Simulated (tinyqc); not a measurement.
Junctionless gate-all-around wire, depletion approximation: two steps of the calculation.

A uniformly doped n-type wire of radius R under a surrounding gate; long channel. Below flat band a shell from radius rc to R is fully depleted and the neutral core, at channel potential V (0 at the source, Vd at the drain), carries the current with constant mobility; s = (rc/R)^2 is the share of the cross-section that conducts. The edge of the depleted shell is taken as abrupt, so there is no subthreshold current.

Parameters, values chosen for the exercise; material values close to those of silicon:
- R = 6 nm (wire radius)
- Nd = 8.4e18 cm^-3 (donor density)
- Vfb = 1.12 V (flat-band voltage)
- mu = 94 cm^2/(V s) (effective mobility in the wire)
- L = 0.1 um (gate length)
- Vg = 1.04 V (gate voltage)
- Vd = 0.1 V (drain voltage)

Constants: q = 1.602176634e-19 C. Results are converted to the units shown.

Problem 1. Conducting share at the source by Newton steps. With V = 0: f = A (1 - s + s ln s) + B (1 - s) - (Vfb - Vg); f' = A ln s - B; s(new) = s - f/f'.

s at the start = 0.8
A = 0.11495728 V
B = 0.067203764 V

Wanted: f; f'; s after iteration 1.

Solution 1.

f = -0.06409 V
f' = -0.09286 V
s after iteration 1 = 0.1098

Problem 2. Core radius, conductance and current. s solves Vfb - Vg + V = A (1 - s + s ln s) + B (1 - s), and s = 0 where the left side exceeds A + B. I = (q mu Nd pi R^2/L)[g(s0) - g(sL)], g = A (s^2/4 - (s^2/2) ln s) + B s^2/2, with s0 at V = 0 and sL at V = Vd. rc = R sqrt(s0); the small-signal conductance at Vd = 0 is q mu Nd pi R^2 s0/L.

s0 = 0.32994752
sL = 0.0024785053
A = 0.11495728 V
B = 0.067203764 V

Find: rc at the source; conductance; I.

Solution 2.

rc at the source = 3.446 nm
conductance = 4.721 uS
I = 0.1963 uA

Numbers from tinyqc (`OMP_NUM_THREADS=1 python tinyqc.py 2460009 2460010 out.jsonl`; about 0.01 s on one thread of a shared Intel Xeon 2.30GHz).
